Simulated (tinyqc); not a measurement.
Equilibrium crystal shape, supported particles, Gibbs-Thomson effect and coarsening: one step, computed by the program tinyqc.

A cubic crystal bounded by {100}, {110} and {111} facets only.

Task: The Wulff shape. Wulff construction: the facet planes lie at distances lambda gamma from the centre, and the shape is the region inside all of them; V = (1/3) sum of area x distance. gamma_mean = sum A gamma / sum A; shape factor eta = A/V^(2/3) (4.836 for a sphere). lambda follows from V = N Omega.

Inputs (values chosen for the exercise, for a model cubic crystal): atoms in the particle N = 650.

gamma (J/m^2): (100) 1.33, (110) 1.62, (111) 1.29

Omega = 20.02 angstrom^3

Constants: e = 1.602176634e-19 C.

Give: area fractions; gamma_mean; shape factor eta; distances of the planes from the centre; surface energy per atom.

Result:

area fractions: {100} 0.3581, {110} 0.0000, {111} 0.6419

gamma_mean = 1.304 J/m^2

shape factor eta = 5.253

distances of the planes from the centre (nm): {100} 1.370, {110} 1.668, {111} 1.328

surface energy per atom = 0.3640 eV

Present: {100}, {111}. {110} is absent: it appears only for gamma(110) below 1.580 J/m^2, the lower of sqrt(2) gamma(100) and sqrt(3/2) gamma(111). Caution: below a few thousand atoms edges and corners add to the energy and facets hold few atoms.
